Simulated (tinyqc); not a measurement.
Four-point probe, van der Pauw, Hall and spreading-resistance readings of a semiconductor layer: one step, computed by the program tinyqc.

The layer is uniform and ohmic; contacts are points unless a radius is given.

Task: Four-point voltage. Collinear probes with equal spacing on a layer with insulating backing: images at depth 2 m t give V = (rho I/(2 pi s)) G, G = 1 + 4 sum_(m>=1) [1/sqrt(1 + (2 m u)^2) - 1/sqrt(4 + (2 m u)^2)], u = t/s; the sum runs to m = 20000, with the tail 3/(32 u^3 M^2) added to the sum for M = 20000. Limits: thick, rho = 2 pi s V/I; thin on an insulator, rho = (pi/ln 2) t V/I.

Inputs (values chosen for the exercise, modelled on p-type silicon): layer thickness t = 340 micrometre; probe spacing s = 0.635 mm; current I = 0.8 mA.

Backing of the layer: insulating.

resistivity rho = 2.581269 ohm cm

Give: t/s; G; voltage V; rho by the thick formula; rho by the thin formula.

Result:

t/s = 0.53543

G = 2.5998

voltage V = 13.456 mV

rho by the thick formula = 6.7109 ohm cm

rho by the thin formula = 2.5920 ohm cm

The thick formula is off by +160.0 % and the thin one by +0.4 %.
